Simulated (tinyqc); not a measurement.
# Implant damage, amorphisation by cascade overlap, and solid-phase epitaxial regrowth, step by step

A worked calculation. Computed by tinyqc, a small Python program that keeps every step. Command: `OMP_NUM_THREADS=1 python tinyqc.py 3113574 3113575 out.jsonl sper walk`. One thread of a shared host (Intel(R) Xeon(R) Processor @ 2.30GHz), about 0.04 s of CPU time with the checks. Intermediate numbers are printed to about 6 digits and carried at full precision; extremes and crossings named in words are read from the listed rows.

Range and width of the damage are inputs. Dynamic annealing enters only through the surviving share f.

Inputs (values chosen for the exercise, modelled on arsenic ions in silicon):

| quantity | value | unit |
|---|---|---|
| atomic density N | 49.9 | 1/nm^3 |
| ion Z1 | 33 | - |
| ion mass M1 | 74.9 | u |
| target Z2 | 14 | - |
| target mass M2 | 28.09 | u |
| ion energy E | 120 | keV |
| displacement energy E_d | 15 | eV |
| depth of the damage peak R_d | 61 | nm |
| width of the damage profile s_d | 38 | nm |
| share of defects that survive f | 0.64 | - |
| critical displaced share x_c | 0.13 | - |
| dose Q | 1.3e+14 | 1/cm^2 |
| overlaps needed n | 3 | - |
| area amorphised by one track A_i | 2 | nm^2 |
| regrowth prefactor v0 | 5.1e+15 | nm/s |
| regrowth energy E_a | 2.7 | eV |
| anneal temperature | 522 | C |
| rate relative to (100) | 0.33 | - |
| peak enhancement by the dopant | 1 | - |
| ramp rate | 5.3 | K/s |

Constants: a_0 = 0.529177210903 angstrom; e^2/(4 pi eps_0) = 14.39964548 eV angstrom; k_B = 8.617333262e-05 eV/K.

## Damage energy and displacements per ion

Robinson partition: eps = E a M2/(Z1 Z2 (e^2/(4 pi eps_0)) (M1 + M2)), a = 0.8853 a_0/sqrt(Z1^(2/3) + Z2^(2/3)); k = 0.0793 Z1^(2/3) Z2^(1/2) (M1 + M2)^(3/2)/((Z1^(2/3) + Z2^(2/3))^(3/4) M1^(3/2) M2^(1/2)); damage energy T_d = E/(1 + k (eps + 0.40244 eps^(3/4) + 3.4008 eps^(1/6))); displacements nu = 0.8 T_d/(2 E_d).

reduced energy eps = 0.574463

k = 0.115562

damage energy T_d = 82.4519 keV

T_d/E = 0.687099

displacements per ion nu = 2198.72

31 % of the energy goes to electrons.

## The amorphous layer

Displaced share x(z) = f nu Q exp(-(z - R_d)^2/(2 s_d^2))/(sqrt(2 pi) s_d N); the layer is amorphous where x > x_c, between R_d -/+ s_d sqrt(2 ln(x_max/x_c)), the upper edge being cut at the surface. Threshold dose Q_c = Q x_c/x_max.

peak displaced share x_max = 0.384874

threshold dose Q_c = 4.39105e+13 1/cm^2

upper edge = 5.01266 nm

lower edge = 116.987 nm

The layer is buried, so it regrows from both sides and the two fronts meet in a defect plane.

## Damage left below the interface

Displaced atoms per area beyond the lower edge z2: f nu Q (1/2) erfc((z2 - R_d)/(sqrt2 s_d)); they are not removed by regrowth.

share of the damage beyond z2 = 0.0703282

displaced atoms beyond z2 = 1.28654e+16 1/cm^2

## Layer against dose

The formulas are those given above.

Dose series; the last column is f nu Q erfc((z2 - R_d)/(sqrt2 s_d))/2:

| Q (1/cm^2) | x_max | upper edge (nm) | lower edge (nm) | displaced atoms beyond z2 (1/cm^2) |
|---|---|---|---|---|
| 4.83e+13 | 0.14300 | 44.4119 | 77.588 | 2.25124e+16 |
| 6.59e+13 | 0.19510 | 26.7584 | 95.242 | 1.70415e+16 |
| 1.10e+14 | 0.32566 | 9.5012 | 112.499 | 1.35707e+16 |
| 1.76e+14 | 0.52106 | 0.0000 | 124.321 | 1.18442e+16 |
| 3.07e+14 | 0.90889 | 0.0000 | 135.942 | 1.04960e+16 |
| 5.27e+14 | 1.56022 | 0.0000 | 145.716 | 9.56243e+15 |
| 1.10e+15 | 3.25663 | 0.0000 | 157.447 | 8.62674e+15 |
| 2.20e+15 | 6.51325 | 0.0000 | 167.319 | 7.96232e+15 |

A dose 46 times larger moves the lower edge from 77.6 to 167 nm, as the root of a logarithm, and the damage beyond it falls by a factor 2.8, since the edge lies on an ever steeper tail. The layer reaches the surface at Q_c exp(R_d^2/(2 s_d^2)) = 1.59e14 per cm^2.

## Overlap model

Gibbons model: a point turns amorphous after n + 1 hits; with y = A_i Q the amorphous share is 1 - exp(-y) sum_(k=0..n) y^k/k!. Doses are set by y.

Amorphous share:

| y | Q (1/cm^2) | direct impact (n = 0) | given n |
|---|---|---|---|
| 0.1 | 5.00e+12 | 0.095163 | 3.84683e-06 |
| 0.3 | 1.50e+13 | 0.259182 | 2.65811e-04 |
| 0.6 | 3.00e+13 | 0.451188 | 3.35807e-03 |
| 1.0 | 5.00e+13 | 0.632121 | 1.89882e-02 |
| 2.0 | 1.00e+14 | 0.864665 | 1.42877e-01 |
| 3.0 | 1.50e+14 | 0.950213 | 3.52768e-01 |
| 5.0 | 2.50e+14 | 0.993262 | 7.34974e-01 |
| 8.0 | 4.00e+14 | 0.999665 | 9.57620e-01 |

At small y the share grows as y^4; between the first rows the exponent is 3.86.

## Isothermal regrowth

v = v0 x orientation factor x exp(-E_a/(k_B T)) x [1 + (enhancement - 1) exp(-(z - R_d)^2/(2 s_d^2))], T = anneal temperature + 273.15 K; the dopant is taken to follow the damage profile; the lower front moves from the lower edge z2 to the surface, or to the middle (z1 + z2)/2 of a buried layer with upper edge z1; time = int dz/v; the equivalent undoped distance is that time times the undoped velocity.

undoped velocity = 0.0129743 nm/s

distance to regrow = 55.9873 nm

time without enhancement = 4315.24 s

equivalent undoped distance = 55.9873 nm

time with enhancement = 4315.24 s

The rate doubles for each 14 K or so near this temperature.

## Regrowth during a ramp

On a linear ramp from 200 C regrowth ends at the T_f where int v_undoped dT/(ramp rate) equals the equivalent undoped distance.

temperature at which regrowth ends = 685.398 C

Checks made by the program: tail against quadrature of x(z) N (relative difference below 1e-10).
